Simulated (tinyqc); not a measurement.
Straight dislocations in isotropic elasticity: fields, energies, partials, Peierls stress and walls: one step, computed by the program tinyqc. Command: `OMP_NUM_THREADS=1 python tinyqc.py 3031178 3031179 out.jsonl disloc walk`. One thread of a shared host (Intel(R) Xeon(R) Processor @ 2.30GHz), about 0.01 s of CPU time with the checks.

The line runs along z, the glide plane is y = 0, and beta is the angle between b and the line (0 screw, 90 degrees edge): b_e = b sin(beta) along +x with the extra half plane at y > 0, b_s = b cos(beta). Stress is positive in tension.

Problem. Stress at a point. With D = G b_e/(2 pi (1 - nu)), S = G b_s/(2 pi), r^2 = x^2 + y^2: s_xx = -D y (3x^2 + y^2)/r^4, s_yy = D y (x^2 - y^2)/r^4, s_xy = D x (x^2 - y^2)/r^4, s_zz = nu (s_xx + s_yy), s_xz = -S y/r^2, s_yz = S x/r^2. Pressure p = -trace/3.

Inputs (values chosen for the exercise, for a model fcc or diamond crystal): shear modulus G = 28.5 GPa; Poisson ratio nu = 0.361; Burgers vector b = 2.759 angstrom.

Character: 30-degree.

field point (x, y) (nm): -8.1  3.5

Give: stress; pressure p.

Solution.

stress (MPa):
```
         x        y        z
x  -118.21   -69.82   -48.72
y   -69.82    30.17  -112.75
z   -48.72  -112.75   -31.78
```

pressure p = 39.940 MPa

The point lies above the glide plane, on the compressed side.
